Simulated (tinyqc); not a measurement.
# MOSFET in the linear regime without short-channel effects, parameter extraction from computed curves: what changes with what

Inversion charge Q = Cox n Vt W0(exp((Vg - VT)/(n Vt))), W0 the Lambert function and n = nf; u = Q/Cox; mobility mu = mu0/(1 + th1 u + th2 u^2); channel resistance Rch = (L - dL)/(W mu Q); Id = Vd/(Rch + Rsd/W). Cox = eps0 eox/tox. Small Vd, no channel-length or drain effects.

Inputs (values chosen for the exercise); channel values of the order met in silicon transistors: temperature T = 400 K; relative permittivity of the gate insulator (close to silicon dioxide) eox = 3.9; insulator thickness tox = 1 nm; low-field mobility mu0 = 190 cm^2/(V s); first mobility attenuation factor th1 = 0.45 1/V; second mobility attenuation factor th2 = 0 1/V^2; threshold voltage VT = 0.22 V; body factor nf = 1.13; gate width W = 0.5 um; drawn gate length L = 0.19 um; drawn less effective length dL = 0.014 um; source plus drain resistance Rsd = 200 ohm um; drain voltage Vd = 0.01 V.

Constants: q = 1.602176634e-19 C, kB = 1.380649e-23 J/K, Vt = kB T/q, eps0 = 8.8541878128e-14 F/cm where lengths are in cm. Results are converted to the units shown.

Each table varies one quantity; the others keep the values above.

## Extraction methods against the drawn gate length

From the continuous curve Id(Vg): tangent at peak gm (V_ext = Vg - Id/gm); constant current Id = 0.1 uA W/L; peak of d2Id/dVg2; Y = Id/sqrt(gm) drawn through Vg = VT + 0.6 and VT + 0.8 V, with intercept VT_Y and slope s. Mobilities gm,max L/(W Cox Vd) and s^2 L/(W Cox Vd) with the drawn L. Last column: share of Rsd/W in the total resistance at VT + 0.8 V.

Extraction methods against the drawn gate length:
```
L (um),V_ext (V),constant current (V),second derivative (V),VT_Y (V),mobility from gm (cm^2/(V s)),mobility from Y (cm^2/(V s)),series share (%)
0.03,0.155,0.171,0.174,0.266,99.7,314,81.2
0.062,0.180,0.187,0.192,0.266,105,216,59.0
0.13,0.196,0.194,0.200,0.266,114,188,37.3
0.27,0.207,0.197,0.204,0.266,122,176,21.2
0.56,0.214,0.198,0.206,0.266,127,172,11.2
1.2,0.219,0.199,0.207,0.266,130,169,5.49
2.4,0.221,0.199,0.208,0.266,132,168,2.81
5,0.222,0.199,0.208,0.266,133,168,1.36
```

What does the table show?

The model has VT = 0.22 V and mu0 = 190 cm^2/(V s). Over the table the extracted thresholds move by 67 mV (tangent), 28 mV (constant current), 34 mV (second derivative), under 0.5 mV (Y function). The mobility from gm rises from 99.7 to 133 and that from Y falls from 314 to 168 cm^2/(V s).

## Extraction methods against the source plus drain resistance

Same model as above.

Result of one run:
```
Rsd (ohm um),V_ext (V),constant current (V),second derivative (V),VT_Y (V),mobility from gm (cm^2/(V s)),mobility from Y (cm^2/(V s)),series share (%)
0,0.223,0.195,0.208,0.266,144,181,0
```

What becomes of these results when the source plus drain resistance Rsd is changed from 0 to 200 ohm um, all else the same?

Result of the changed run:
```
Rsd (ohm um),V_ext (V),constant current (V),second derivative (V),VT_Y (V),mobility from gm (cm^2/(V s)),mobility from Y (cm^2/(V s)),series share (%)
200,0.202,0.195,0.203,0.266,118,181,28.1
```

The whole series:
```
Rsd (ohm um),V_ext (V),constant current (V),second derivative (V),VT_Y (V),mobility from gm (cm^2/(V s)),mobility from Y (cm^2/(V s)),series share (%)
0,0.223,0.195,0.208,0.266,144,181,0
50,0.216,0.195,0.206,0.266,136,181,8.92
100,0.210,0.195,0.205,0.266,129,181,16.4
200,0.202,0.195,0.203,0.266,118,181,28.1
400,0.191,0.196,0.198,0.266,104,181,43.9
800,0.178,0.197,0.191,0.266,85.7,181,61.0
1500,0.164,0.199,0.181,0.266,68.0,181,74.6
```

The model has VT = 0.22 V and mu0 = 190 cm^2/(V s). Over the table the extracted thresholds move by 59 mV (tangent), 4.5 mV (constant current), 27 mV (second derivative), under 0.5 mV (Y function). The mobility from gm falls from 144 to 68.0 and that from Y stays near 181 cm^2/(V s). Y cancels the series resistance, which multiplies Id and sqrt(gm) by the same factor.

Program tinyqc, `OMP_NUM_THREADS=1 python tinyqc.py 2210151 2210152 out.jsonl`; Intel Xeon 2.30GHz, shared host, one thread, about 0.01 s.
